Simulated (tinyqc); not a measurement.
Frequency dispersion of an accumulation capacitance by border traps, distributed model: two steps of the calculation.

Traps spread evenly through the insulator exchange electrons with the semiconductor by tunnelling, with tau(x) = t0 exp(2 ka x) at depth x from the interface. The admittance per area Y seen at depth x obeys dY/dx = -Y^2/(i w eps0 eox) + q Nb ln(1 + i w tau)/tau, with Y(0) = i w Cs and w = 2 pi f; the gate sees Y(tox) = G + i w C. Working variable y = Y/(i w), in uF/cm^2. Cox = eps0 eox/tox.

Parameters, values chosen for the exercise; permittivity close to that of aluminium oxide: relative permittivity of the insulator eox = 8.68; insulator thickness tox = 4.5 nm; semiconductor capacitance in accumulation Cs = 0.52 uF/cm^2; density of border traps Nb = 5.1e19 cm^-3 eV^-1; decay constant of the wave function in the insulator ka = 4.4 1/nm; time constant of a trap at the interface t0 = 3e-11 s; frequency f = 1e6 Hz; depth down to which the steps are taken xe = 1.5 nm.

Constants: q = 1.602176634e-19 C, eps0 = 8.8541878128e-14 F/cm where lengths are in cm. Results are converted to the units shown.

Problem 1. Scales and lumped estimate. Cox; trap-free value 1/(1/Cox + 1/Cs); response depth d = ln(1/(w t0))/(2 ka), where w tau = 1; lumped estimate: all traps within d act as C_bt = q Nb d placed at d/2, so C = 1/{1/[1/(1/Cs + d/(2 eps0 eox)) + C_bt] + (tox - d/2)/(eps0 eox)}.

Give: Cox; trap-free C; d; C_bt; lumped C.

Solution 1.

Cox = 1.7079 uF/cm^2
trap-free C = 0.39863 uF/cm^2
d = 0.97460 nm
C_bt = 0.79635 uF/cm^2
lumped C = 0.77430 uF/cm^2

The traps within reach amount to 1.53 Cs and lie in the first 21.7 % of the insulator.

Problem 2. Midpoint steps through the active depth. In terms of y: dy/dx = -y^2/(eps0 eox) + s(x), s = q Nb ln(1 + z)/z, z = i w tau. 8 midpoint steps of h = xe/8: y_half = y + (h/2) y'(x, y), y(new) = y + h y'(x + h/2, y_half).

Wanted: x; s; y.

Solution 2.

```
point   x (nm)  s (uF/(cm^2 nm))     y (uF/cm^2)
0            0  0.81711-0.00008i  0.5200+0.0000i
1      0.18750  0.81711-0.00040i  0.6646+0.0000i
2      0.37500  0.81710-0.00209i  0.8046-0.0002i
3      0.56250  0.81692-0.01087i  0.9392-0.0011i
4      0.75000  0.81194-0.05607i  1.0676-0.0056i
5      0.93750  0.70784-0.23731i  1.1848-0.0281i
6       1.1250  0.28507-0.29532i  1.2431-0.0861i
7       1.3125  0.06348-0.12426i  1.2312-0.1179i
8       1.5000  0.01252-0.03709i  1.2007-0.1234i
```

Program tinyqc, `OMP_NUM_THREADS=1 python tinyqc.py 2202147 2202148 out.jsonl`; Intel Xeon 2.30GHz, shared host, one thread, about 0.4 s.
